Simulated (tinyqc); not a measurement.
Ellipsometry and reflectance of a transparent film on an absorbing substrate: one step of the calculation.

Air (index 1), film, substrate with N2 = n2 - i k2; time factor exp(+i w t). q_j = sqrt(N_j^2 - sin^2 th), root with positive real part. Fresnel coefficients r_s = (q_a - q_b)/(q_a + q_b), r_p = (N_b^2 q_a - N_a^2 q_b)/(N_b^2 q_a + N_a^2 q_b). tan(Psi) exp(i Delta) = R_p/R_s, Delta taken from 0 to 360 degrees.

Question. Psi, Delta and reflectances. beta = 2 pi d q1/lam, X = exp(-2 i beta), R = (r01 + r12 X)/(1 + r01 r12 X) for p and s.

Parameters, values chosen for the exercise:
```
symbol  value  unit         meaning
lam     632.8    nm      wavelength
d          64    nm  film thickness
```

q1 = 1.1586402
r01,p = -0.11777497
r01,s = -0.46546594
r12,p = 0.36259891-0.00200291i
r12,s = -0.53029142+0.00186041i

Wanted: beta; X; R_p; R_s; Psi; Delta; |R_p|^2; |R_s|^2.

Answer.

beta = 0.73628 rad
X = 0.09808-0.99518i
R_p = -0.09983-0.35822i
R_s = -0.59351+0.37336i
Psi = 27.939 degrees
Delta = 106.60 degrees
|R_p|^2 = 0.13829
|R_s|^2 = 0.49165

The bare substrate gives Psi = 17.76 and Delta = 179.58 degrees.

Program tinyqc, `OMP_NUM_THREADS=1 python tinyqc.py 2870118 2870119 out.jsonl`; Intel Xeon 2.30GHz, shared host, one thread, about 0.4 s.
